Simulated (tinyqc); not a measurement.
Angle series: uniform film or islands? Model: X-ray photoelectron analysis of a thin oxide on a semiconductor: attenuation lengths, thickness, angle series and band offsets. Computed by tinyqc, a small Python program. Command: `OMP_NUM_THREADS=1 python tinyqc.py 3113436 3113437 out.jsonl xps walk`. One thread of a shared host (Intel(R) Xeon(R) Processor @ 2.30GHz), about 0.01 s of CPU time with the checks.

The same element is seen in the oxide and in the substrate, at nearly the same kinetic energy; films are flat and uniform, and the work function is ignored.

Inputs (values chosen for the exercise, modelled on SiO2 on silicon):

| quantity | value | unit |
|---|---|---|
| photon energy | 2000 | eV |
| binding energy of the core level | 99.4 | eV |
| oxide density | 2.2 | g/cm^3 |
| oxide formula mass | 60.08 | g/mol |
| valence electrons per oxide formula | 16 | - |
| oxide gap | 8.95 | eV |
| substrate density | 2.33 | g/cm^3 |
| substrate formula mass | 28.09 | g/mol |
| valence electrons per substrate formula | 4 | - |
| substrate gap | 1.12 | eV |
| oxide thickness d | 2.4 | nm |
| emission angle from the normal | 0 | degrees |
| attenuation length over inelastic mean free path | 0.94 | - |
| carbon overlayer | 0.28 | nm |

Method:
- TPP-2M: lambda = E/(E_p^2 [b ln(c E) - C/E + D/E^2]) in angstrom, E_p = 28.8 sqrt(N_v rho/M), b = -0.10 + 0.944/sqrt(E_p^2 + E_g^2) + 0.069 rho^0.1, c = 0.191/sqrt(rho), U = N_v rho/M, C = 1.97 - 0.91 U, D = 53.4 - 20.8 U, with E = photon energy less binding energy in eV.
- Attenuation length L = factor x lambda.
- R_0 = (rho_o/M_o) L_o/((rho_s/M_s) L_s); peak ratio R = I_ox/I_sub = R_0 [exp(d/(L_o cos theta)) - 1]; hence d = L_o cos theta ln(1 + R/R_0). A carbon layer weakens both peaks alike, by exp(-d_C/(L_o cos theta)) if its L is taken equal to L_o. This R_0 leaves out intrinsic losses from the substrate peak, so calibrated values can be larger.
- Islands: half of the surface carries 2 d and half none, R = R_0 (1/2)(1 - t)/(1/2 + t/2) with t = exp(-2 d/(L_o cos theta)); the apparent thickness is read with the uniform formula.

R_0 = 0.555228

L in the oxide = 4.70630 nm

Against the angle:

| theta (degrees) | R, uniform | R, islands | apparent d, islands (nm) |
|---|---|---|---|
| 0 | 0.3693 | 0.26091 | 1.8129 |
| 20 | 0.4001 | 0.27485 | 1.7784 |
| 35 | 0.4795 | 0.30698 | 1.6967 |
| 45 | 0.5868 | 0.34293 | 1.6006 |
| 55 | 0.7956 | 0.39473 | 1.4497 |
| 65 | 1.3005 | 0.46399 | 1.2081 |
| 75 | 3.4274 | 0.53406 | 0.8209 |

What follows from these numbers?

A uniform film gives d = 2.4 nm at every angle. The island film of the same volume reads 1.81 nm at normal emission and 0.821 nm at 75 degrees; its ratio cannot pass R_0, since the bare half always shows the substrate.

Extremes, crossings and ranges named in words are read from the listed rows.
